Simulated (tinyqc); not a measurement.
# Changing the hopping t

Model: Holstein polaron on two sites. Computed by tinyqc, a small Python program. Command: `OMP_NUM_THREADS=1 python tinyqc.py 3014471 3014472 out.jsonl holstein sweep`. One thread of a shared host (Intel(R) Xeon(R) Processor @ 2.30GHz), about 0.03 s of CPU time with the checks.

One electron on sites 1 and 2: H = -t (c1+ c2 + c2+ c1) + hbar omega sum_i b_i+ b_i - g hbar omega sum_i n_i (b_i + b_i+). The symmetric phonon shifts the energy by -g^2 hbar omega/2 and drops out; with b = (b_1 - b_2)/sqrt(2) there remains H = -t sigma_x + hbar omega b+ b - (g hbar omega/sqrt(2)) sigma_z (b + b+). Parity splits it into blocks p = +1 and -1 over phonon numbers n. Zero-point energies are left out. Weights Z refer to mode b alone; the displaced symmetric mode multiplies the full zero-phonon weight by exp(-g^2/2).

Inputs (values chosen for the exercise, for a model dimer): phonon energy hbar omega = 142 meV; coupling g = 0.453.

Method. Block p: H_nn = n hbar omega - p t (-1)^n - g^2 hbar omega/2, H_(n,n+1) = -(g hbar omega/sqrt(2)) sqrt(n + 1). Use 60 levels in both blocks; Z = c_0^2 is the weight of n = 0 in the ground state c; the splitting is the lowest odd level less the lowest even one, which without coupling is the smaller of 2t and hbar omega; <sigma_x> = sum (-1)^n c_n^2 measures the kinetic energy.

One run for each value:

| hopping t (meV) | splitting/(2t) | weight Z of n = 0 in mode b | <sigma_x> | mean phonon number in b |
|---|---|---|---|---|
| 7.1 | 0.81337 | 0.91678 | 0.84172 | 0.087567 |
| 13.0 | 0.81074 | 0.92657 | 0.86037 | 0.077267 |
| 48.0 | 0.75768 | 0.96113 | 0.92614 | 0.040896 |
| 90.0 | 0.60883 | 0.97835 | 0.95886 | 0.022777 |
| 170.0 | 0.37699 | 0.99030 | 0.98157 | 0.010199 |
| 320.0 | 0.21130 | 0.99634 | 0.99304 | 0.003845 |
| 600.0 | 0.11541 | 0.99877 | 0.99766 | 0.001293 |
| 1100.0 | 0.06368 | 0.99960 | 0.99924 | 0.000421 |

Give the missing row, hopping t (meV) = 25.0.

Computed row:
```
hopping t (meV)  splitting/(2t)  weight Z of n = 0 in mode b  <sigma_x>  mean phonon number in b
25.0                    0.80027                      0.94209    0.88991                 0.060941
```

Interpolating between the two neighbouring rows (the first column on a logarithmic scale, the others too where they are positive) misses most in mean phonon number in b, by 7.8 %. Over the rows, splitting/(2t) falls from 0.813 to 0.0637 (exponent d ln y / d ln x -0.0054 between the first rows and -0.98 between the last); weight Z of n = 0 in mode b rises from 0.917 to 1.000 (exponent d ln y / d ln x 0.018 between the first rows and 0.0014 between the last); <sigma_x> rises from 0.842 to 0.999 (exponent d ln y / d ln x 0.036 between the first rows and 0.0026 between the last). For t much below hbar omega the ratio tends to exp(-g^2) = 0.814; the first row has 0.813.

Caution (rows 90.0, 170, 320, 600, 1100): with hbar omega below 2t the lowest odd level starts as a one-phonon state, so the splitting here is a softened phonon and not a narrowed hopping.

Extremes, crossings and ranges named in words are read from the listed rows.
